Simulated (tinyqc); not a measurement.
## Via and link resistance from two via chains

Inverse problem. A chain of 2000 vias joined by 2000 metal links has R = 2000 (Rv + Rlink), with Rlink proportional to the link length. Find Rv, Rlink for length L, and the value of Rv that the short chain would give if the links were ignored.

resistance of chains of 2000 links with link lengths L and 3 L (ohm): [1.044e5, 1.132e5]

Answer. R per link is a straight line in the link length; its intercept at zero length is Rv.

Rv = 50.00 ohm
Rlink = 2.200 ohm
Rv without correction = 52.20 ohm

Numbers from tinyqc (`OMP_NUM_THREADS=1 python tinyqc.py 2750198 2750199 out.jsonl`; about 0.01 s on one thread of a shared Intel Xeon 2.30GHz).
